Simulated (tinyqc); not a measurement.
# Changing the temperature T

Model: concentration-dependent dopant diffusion with charged defects and the built-in field. Computed by tinyqc, a small Python program. Command: `OMP_NUM_THREADS=1 python tinyqc.py 3003917 3003918 out.jsonl extrinsic sweep`. One thread of a shared host (Intel(R) Xeon(R) Processor @ 2.30GHz), about 0.7 s of CPU time with the checks.

A constant source C_s feeds a half space. The dopant moves through neutral point defects and through charged ones, whose number grows with the majority carrier density n.

Inputs (values chosen for the exercise, modelled on boron in silicon):
```
quantity,value,unit
neutral prefactor D0x,0.0459,cm^2/s
neutral activation energy E0,3.52,eV
singly charged prefactor D01,1.03,cm^2/s
activation energy E1,3.49,eV
surface concentration C_s,4.6e+19,1/cm^3
junction level C_B,6e+15,1/cm^3
time t,660,s
```

Field enhancement: on.

Constants: k_B = 8.617333262e-05 eV/K.

Method:
- n_i = 3.87e16 T^1.5 exp(-7014/T) per cm^3 (T in kelvin, an empirical form); each D = prefactor x exp(-E/(k_B T)); the intrinsic diffusivity D_i is their sum.
- Temperatures in kelvin are T(C) + 273.15.
- n = C/2 + sqrt(C^2/4 + n_i^2); D(C) = h [Dx + D1 (n/n_i)], h = 1 + C/sqrt(C^2 + 4 n_i^2).
- With y = x/sqrt(D_s t), u = C/C_s and q = -(D/D_s) du/dy: du/dy = -q D_s/D, dq/dy = -(y/2) q D_s/D, u(0) = 1. The surface flux q(0) is shot so that u tends to 0 (LSODA, an adaptive multistep solver, relative tolerance 1e-10). Dose Q = 2 q(0) C_s sqrt(D_s t).
- The junction lies where C = C_B.

One run for each value:
```
temperature T (C),junction depth x_j (nm),enhancement D_s/D_i,n_i (1/cm^3),intrinsic diffusivity D_i (cm^2/s)
850,40,31.58,2.826e+18,2.326e-16
900,76,22.68,3.937e+18,1.082e-15
950,140,16.70,5.352e+18,4.438e-15
1050,422,9.65,9.288e+18,5.424e-14
1100,700,7.56,1.191e+19,1.654e-13
1150,1127,6.02,1.504e+19,4.663e-13
```

Give the missing row, temperature T (C) = 1000.

Computed row:
```
temperature T (C)  junction depth x_j (nm)  enhancement D_s/D_i  n_i (1/cm^3)  intrinsic diffusivity D_i (cm^2/s)
1000                                   247                12.57     7.119e+18                           1.630e-14
```

Interpolating between the two neighbouring rows (linearly) misses most in intrinsic diffusivity D_i (cm^2/s), by 80 %. Over the rows, junction depth x_j (nm) rises from 40.0 to 1130; enhancement D_s/D_i falls from 31.6 to 6.02. The enhancement drops as T rises, because n_i grows relative to C_s.

Caution (all rows): at such concentrations dopants can cluster or exceed their solubility; the active fraction and the diffusivity then fall below the model.
